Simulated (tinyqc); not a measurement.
Deep trap from a strong local potential in a two-band host (Koster-Slater model with semi-elliptic bands): one step, computed by the program tinyqc. Command: `OMP_NUM_THREADS=1 python tinyqc.py 3028802 3028803 out.jsonl deeptrap walk`. One thread of a shared host (Intel(R) Xeon(R) Processor @ 2.30GHz), about 0.03 s of CPU time with the checks.

The valence band spans -2 W_v to 0 and the conduction band E_g to E_g + 2 W_c. The orbital at the impurity site has weight f_v in the valence band and 1 - f_v in the conduction band, each spread as a semi-ellipse (2/(pi W^2)) sqrt(W^2 - x^2) about the band centre. The impurity adds U to this orbital. Spin is left out.

Problem. The same problem as a small matrix. Each band is replaced by n levels e_k = centre + W cos(k pi/(n + 1)) with weights w_k = f (2/(n + 1)) sin^2(k pi/(n + 1)), k = 1..n (valence first); H_kl = e_k delta_kl + U sqrt(w_k w_l).

Inputs (values chosen for the exercise, for a model semiconductor): gap E_g = 6.36 eV; half-width of the valence band W_v = 6 eV; half-width of the conduction band W_c = 2.3 eV; valence weight f_v of the site orbital = 0.54; impurity potential U = -17.1 eV; levels per band n = 4.

Impurity: attractive, donor-like.

Give: host levels e_k; weights w_k; H.

Solution.

host levels e_k (eV): [-1.15, -4.15, -7.85, -10.85, 10.52, 9.37, 7.95, 6.80]

weights w_k: [0.0746, 0.1954, 0.1954, 0.0746, 0.0636, 0.1664, 0.1664, 0.0636]

H (eV):
$$\begin{pmatrix}
-2.42 & -2.06 & -2.06 & -1.28 & -1.18 & -1.91 & -1.91 & -1.18 \\
-2.06 & -7.49 & -3.34 & -2.06 & -1.91 & -3.08 & -3.08 & -1.91 \\
-2.06 & -3.34 & -11.19 & -2.06 & -1.91 & -3.08 & -3.08 & -1.91 \\
-1.28 & -2.06 & -2.06 & -12.13 & -1.18 & -1.91 & -1.91 & -1.18 \\
-1.18 & -1.91 & -1.91 & -1.18 & 9.43 & -1.76 & -1.76 & -1.09 \\
-1.91 & -3.08 & -3.08 & -1.91 & -1.76 & 6.52 & -2.85 & -1.76 \\
-1.91 & -3.08 & -3.08 & -1.91 & -1.76 & -2.85 & 5.10 & -1.76 \\
-1.18 & -1.91 & -1.91 & -1.18 & -1.09 & -1.76 & -1.76 & 5.71
\end{pmatrix}$$
